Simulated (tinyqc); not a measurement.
From results back to parameters: six-band Luttinger-Kohn model with strain. Two cases, with inputs chosen for the exercise.

Problem. A layer on a (001) face has exx = eyy = e_par and ezz = -2 (C12/C11) e_par. Its valence edges are E(HH) = -P - Q and E(LH), E(SO) = -P + (Q - Dso +/- sqrt(Dso^2 + 2 Dso Q + 9 Q^2))/2 with P = -av tr(e), Q = -(b/2)(exx + eyy - 2 ezz), counted from the unstrained top.

Case 1.

Values chosen (near those of Ge; shifted at random, so the results belong to these values and not to a real crystal):
- Dso = 0.287 eV (spin-orbit splitting)
- C11 = 129.5 GPa
- C12 = 48.2 GPa
- e_par = -0.0171 (in-plane strain of a (001) layer)

E(HH), E(LH), E(SO) (eV): 0.0489279  -0.0577690  -0.3586742

Case 2.

Values chosen (near those of InSb; shifted at random, so the results belong to these values and not to a real crystal):
- Dso = 0.817 eV (spin-orbit splitting)
- C11 = 68 GPa
- C12 = 37.2 GPa
- e_par = -0.0169 (in-plane strain of a (001) layer)

E(HH), E(LH), E(SO) (eV): 0.0656237  -0.0633160  -0.8358418

Find: ezz; P; Q; av; b.

Solution. The three edges add up to -3 P - Dso, which gives P; E(HH) then gives Q; av = -P/tr(e) and b = -Q/(e_par - ezz).

Case 1.

ezz = 0.012729
P = 0.02684 eV
Q = -0.07577 eV
av = 1.25 eV
b = -2.54 eV

Case 2.

ezz = 0.018491
P = 0.00551 eV
Q = -0.07114 eV
av = 0.36 eV
b = -2.01 eV

Computed by tinyqc, one run a case: `OMP_NUM_THREADS=1 python tinyqc.py N N+1 out.jsonl` with N = 1080764, 1080793; one thread of a shared Intel(R) Xeon(R) Processor @ 2.30GHz, about 0.07 s a run at most.
